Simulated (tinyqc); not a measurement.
# Worked calculation: valence-band offset from core levels (Kraut method), with the dipole against the affinity rule

Program tinyqc, `OMP_NUM_THREADS=1 python tinyqc.py 2410090 2410091 out.jsonl`; Intel Xeon 2.30GHz, shared host, one thread, about 0.01 s. Printed values are rounded.

Binding energies are counted downwards from the Fermi level. dEv > 0 means that the valence edge of B lies below that of A, dEc > 0 that the conduction edge of B lies above that of A; dEc + dEv = EgB - EgA. The spectra are made-up values treated as data.

Inputs (values chosen for the exercise); gaps and affinities close to those of 4H silicon carbide (A) and zirconium oxide (B): gap of the substrate A EgA = 3.29 eV; gap of the overlayer B EgB = 5.83 eV; electron affinity of A chiA = 3.6 eV; electron affinity of B chiB = 2.5 eV; core level of bare A cA = 50.79 eV; core level of thick B cB = 55.34 eV; valence-band maximum of thick B vB = 2.29 eV; relative permittivity inside the dipole layer ei = 4.6; thickness of the dipole layer dd = 0.18 nm; core level of A under a thin film of B iA = 50.48 eV; core level of B in that thin film iB = 56.84 eV; background counts in the gap bg = 56.

Constants: q = 1.602176634e-19 C, eps0 = 8.8541878128e-14 F/cm where lengths are in cm. Results are converted to the units shown.

## Valence-band maximum of bare A

```
point	binding energy (eV)	counts on the leading edge
0	2.45	216
1	2.57	293
2	2.69	370
3	2.81	446
4	2.93	523
5	3.05	600
```

Fit a straight line to the leading edge by least squares; the maximum vA lies where it meets the background.

slope = 639.524 counts/eV
intercept = -1350.69 counts
vA = 2.19959 eV

## Offsets

dEv = (iB - iA) - (cB - vB) + (cA - vA), dEc = EgB - EgA - dEv.

cA - vA = 48.5904 eV
cB - vB = 53.05 eV
iB - iA = 6.36 eV
dEv = 1.90041 eV
dEc = 0.639590 eV

The alignment is type I (straddling). The conduction-band offset is below the 1 eV usually asked of a gate dielectric. A rigid shift of all levels, by charging or doping, cancels in the differences.

## Interface dipole

The affinity rule gives dEc(0) = chiA - chiB; the dipole step is D = dEc - dEc(0), and two sheets of opposite charge dd apart hold N = eps0 ei |D|/(q dd).

dEc(0) = 1.1 eV
D = -0.460410 eV
N = 6.50231e13 cm^-2
field in the dipole layer = 25.5783 MV/cm

N is 0.093 elementary charges for each of about 7e14 surface atoms per cm^2.
